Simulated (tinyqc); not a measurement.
Anisotropic wet etching of Si(100): plane rates, V-grooves, membranes and undercut: one step, computed by the program tinyqc. Command: `OMP_NUM_THREADS=1 python tinyqc.py 3030387 3030388 out.jsonl wetetch walk`. One thread of a shared host (Intel(R) Xeon(R) Processor @ 2.30GHz), about 0.01 s of CPU time with the checks.

A long slot opens the mask on a (100) wafer. The floor etches at R100; (111) walls stand at theta = arctan(sqrt2) = 54.7356 degrees to the surface and recede at R111 along their normal.

Question. Shape after the time t. A misaligned edge exposes ledges and adds R100 sin(misalignment) to the lateral rate (a simple estimate): u = R111/sin(theta) + R100 sin(misalignment). Top width W = w + 2 u t; floor width b = W - 2 z/tan(theta) = W - sqrt2 z. The floor lasts until b = 0, at t_V = w/(sqrt2 R100 - 2u); depth z = R100 t before t_V and W/sqrt2 after.

Inputs (values chosen for the exercise, close to those used for potassium hydroxide solutions):

| quantity | value | unit |
|---|---|---|
| bath temperature T | 95 | C |
| width w (mask opening along <110>, or membrane width in the design step) | 16 | um |
| misalignment of the mask | 2 | degrees |
| etch time t | 190 | min |

R100 = 2.932791 um/min

R111 = 0.02987573 um/min

Give: lateral rate u; time t_V to close the V; top width W; depth z; floor width b.

Answer.

lateral rate u = 0.1389 um/min

time t_V to close the V = 4.135 min

top width W = 68.80 um

depth z = 48.65 um

floor width b = 0 um

The groove has closed to a V and now deepens at sqrt2 u = 0.196 um/min, 6.7 % of R100.
